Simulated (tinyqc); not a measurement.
# Elastic trap-assisted tunnelling through a dielectric: effects of single changes

Emitter at x = 0 (Fermi level 0), collector at x = t (Fermi level -V), band edge U(x) = phi - F x, F = V/t. A trap at x has the energy E = U(x) - Et. With G(u) = (4/(3 F)) sqrt(mo/C) max(u, 0)^1.5, C = hbar^2/(2 m0): S1 = G(phi - E) - G(Et), S2 = G(Et) - G(phi - V - E), T1,2 = exp(-S1,2). The steady rate through one trap is nu T1 T2 (f1 - f2)/(T1 + T2), f1 = f(E), f2 = f(E + V), f(y) = 1/(1 + exp(y/Vt)); both contacts offer states at E.

Parameters, values chosen for the exercise; dielectric values close to those of silicon dioxide:
- T = 350 K (temperature)
- phi = 3.07 eV (barrier above the emitter Fermi level)
- mo = 0.52 m0 (tunnelling mass)
- t = 3.5 nm (thickness)
- Et = 2.16 eV (trap depth below the band edge of the dielectric)
- Nt = 4.9e17 cm^-3 (trap density)
- nu = 1e13 1/s (attempt frequency)
- V = 2.13 V (voltage)

Constants: q = 1.602176634e-19 C, kB = 1.380649e-23 J/K, hbar = 1.054571817e-34 J s, m0 = 9.1093837015e-31 kg, Vt = kB T/q, hbar^2/(2 m0) = 0.0380998212 eV nm^2. Results are converted to the units shown.

Each table varies one quantity; the others keep the values above.

## Effect of the trap depth

J = q Nt times the integral of the rate over x. Direct S = (4/(3 F)) sqrt(mo/C) [phi^1.5 - max(phi - V, 0)^1.5].

The same in every row: direct S = 36.2.

Results:
```
Et (eV)	J (A/cm^2)	x of the peak over t	larger S there
1.38	8.17e-10	0.785	30.0
1.63	3.38e-8	0.668	26.3
2.13	6.02e-5	0.448	18.7
2.38	5.42e-5	0.434	19.4
2.63	1.68e-5	0.441	20.5
2.88	5.44e-6	0.447	21.6
3.13	1.89e-6	0.452	22.6
3.38	6.94e-7	0.456	23.5
```

Estimate the missing row, Et = 1.88 eV.

Computed row:
```
Et (eV)	J (A/cm^2)	x of the peak over t	larger S there
1.88	1.83e-6	0.551	22.3
```

With this row back in the table: J goes from 8.17e-10 through a maximum of 6.02e-5 (at Et = 2.13 eV among the rows listed) to 6.94e-7 A/cm^2. Shallow traps near the emitter lie above its Fermi level and stay empty, while deep traps face higher barriers, so a middle depth conducts best.

## Current against voltage

Same model as above.

Current against voltage:
```
V (V)	J (A/cm^2)	x of the peak over t	larger S there	direct S
0.3	7.17e-16	0.497	19.2	44.2
0.69	4.64e-13	0.495	19.6	42.7
1.09	4.42e-10	0.500	20.1	41.0
1.48	2.26e-7	0.567	23.5	39.3
1.88	1.66e-5	0.476	19.8	37.4
2.27	1.20e-4	0.427	18.1	35.4
2.67	3.04e-4	0.400	17.8	33.1
3.06	7.79e-4	0.373	17.2	30.3
3.46	0.00385	0.299	15.8	26.8
3.85	0.0172	0.267	14.2	24.1
```

Read the table: what changes, and by how much?

J rises from 7.17e-16 to 0.0172 A/cm^2, by 7.21 decades a volt between the first two rows and 1.66 between the last two. The position of the peak moves up and down between 0.267 and 0.567 of t; only traps beyond x/t = (phi - Et)/V lie below the emitter Fermi level, with phi - Et = 0.910 eV. For V = 3.85 the field exceeds 10 MV/cm.

Range of the model: Phonon-assisted (inelastic) capture, chains of traps and a spread of trap depths are left out.

Numbers from tinyqc (`OMP_NUM_THREADS=1 python tinyqc.py 2370069 2370070 out.jsonl`; about 0.05 s on one thread of a shared Intel Xeon 2.30GHz).
